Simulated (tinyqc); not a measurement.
# Step height from the transmission

Question. A single step up from edge 0 (mass mL) to edge U (mass mS) transmits T(E) = 4 vL vR/(vL + vR)^2 with v = k/m, k = sqrt(m (E - edge)/C), C = hbar^2/(2 m0). It is known that vR < vL. Find vR/vL and U.

Inputs (values chosen for the exercise): mass in the left lead mL = 0.31 m0; electron energy E = 4.172 eV; mass beyond the step mS = 0.64 m0.

T(E) = 0.60531244

Solution. The reflection amplitude is sqrt(1 - T(E)) = (1 - y)/(1 + y) with y = vR/vL < 1, and y^2 = (E - U) mL/(E mS).

vR/vL = 0.2283
U = 3.723 eV

Numbers from tinyqc (`OMP_NUM_THREADS=1 python tinyqc.py 2560009 2560010 out.jsonl`; about 0.01 s on one thread of a shared Intel Xeon 2.30GHz).
